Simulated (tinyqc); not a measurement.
Kronig-Penney superlattice by transfer matrices, step by step. Values are carried at full precision from step to step, so a last printed digit may differ when a step is redone from the rounded ones.

Wells (width a, potential 0, mass mw) alternate with barriers (width b, height V0, mass mb); period d = a + b; c = hbar^2/2m0. The vector (psi, psi'/m) is continuous, and a layer of thickness t carries it by M = [[cos kt, (m/k) sin kt], [-(k/m) sin kt, cos kt]] with k = sqrt(m (E - V)/c); for E < V, k = i kappa gives [[cosh, (m/kappa) sinh], [(kappa/m) sinh, cosh]] of kappa t. A Bloch state obeys cos(q d) = tr(Mb Mw)/2.

Constants: hbar^2/2m0 = 3.80998211 eV angstrom^2; hbar = 6.58211957e-16 eV s.

Values chosen for the exercise (near those of a non-polar GaN superlattice with barriers of AlGaN; shifted at random, so the results belong to these values and not to a real crystal): a = 47 angstrom (well width); b = 12 angstrom (barrier width); V0 = 0.54 eV (barrier height); mw = 0.193 m0 (mass in the wells); mb = 0.243 m0 (mass in the barriers); E = 0.05 eV (trial energy); F = 20 kV/cm (field along the axis).

## Layer matrices at one energy

Form the matrix of the well and of the barrier at E.

k in the well = 0.05033 1/angstrom
kappa in the barrier = 0.17678 1/angstrom

Mw (angstrom units):
```
,1,2
1,-0.71357,2.6867
2,-0.18269,-0.71357
```

Mb (angstrom units):
```
,1,2
1,4.2313,5.6515
2,2.9911,4.2313
```

## The matrix of one period

Multiply M = Mb Mw and take half the trace. If its size is at most 1, E lies in a miniband and q d = arccos(tr M/2); otherwise the state decays by exp(-arccosh|tr M/2|) a period.

M:
```
,1,2
1,-4.0518,7.3355
2,-2.9073,5.0167
```

tr M/2 = 0.4825
q d in a band, or the decay exponent in a gap = 1.067

E lies in a miniband; det M = 1.0000, as for any such product.

## Miniband edges

The edges are the energies where tr M/2 = +1 (q = 0) or -1 (q = pi/d); the first three minibands.

Minibands:
```
band,bottom (eV),top (eV),width (meV)
1,0.0476,0.0581,10.5
2,0.1874,0.2327,45.3
3,0.4099,0.5243,114.3
```

3 minibands of these lie wholly below V0. The first gap is 129.3 meV wide; the single well of width a has E1 = 0.0529 eV, inside the first miniband.

## Dispersion along the axis

Solve tr M/2 = cos(q d) inside each miniband at q d/pi = 0, 1/6, ..., 1. The cosine form is E_bottom + (W/2)(1 - cos q d) with the true width W.

Energies (eV):
```
q d/pi,band 1,cosine form,band 2
0.000,0.0476,0.0476,0.2327
0.167,0.0482,0.0483,0.2290
0.333,0.0499,0.0502,0.2195
0.500,0.0524,0.0528,0.2080
0.667,0.0551,0.0555,0.1974
0.833,0.0573,0.0574,0.1901
1.000,0.0581,0.0581,0.1874
```

The cosine form, which holds for hopping between neighbouring wells alone, misses band 1 by at most 0.4 meV, 4 % of its width.

## Mass along the axis

With f(E) = tr M/2, 1 - (q d)^2/2 = 1 + f'(E_bottom)(E - E_bottom) gives m_z = -2 c f'/d^2 (f' by a central difference of 1e-6 eV at the bottom of band 1). The cosine form gives 4 c/(W d^2), W the width of band 1 between tr M/2 = +1 and -1.

f' = -220.5 1/eV
m_z = 0.4827 m0
m_z of the cosine form = 0.4159 m0
W = 10.53 meV

The mass along the axis is 2.50 times mw.

## In a field along the axis

One-band picture: ladder spacing e F d, Bloch frequency e F d/(2 pi hbar), and extent W/(e F) of a Stark state, with W the width of band 1; 1 kV/cm = 1e-5 V/angstrom.

e F d = 11.800 meV
Bloch frequency = 2.853 THz
W/(e F d) = 0.89 periods

The state is confined to about one period: the miniband has broken into a ladder of single-well levels.

## Checks

- Bottom of band 1 from 121 plane waves (the mass step taken by inverting the matrix of m) against the transfer matrix, eV: both 0.0476.

Computed by tinyqc, a small Python program: `OMP_NUM_THREADS=1 python tinyqc.py 1280943 1280944 out.jsonl` (the numbers bound the seed that draws the inputs); one thread of a shared host (Intel(R) Xeon(R) Processor @ 2.30GHz), about 0.07 s for the whole set of steps.
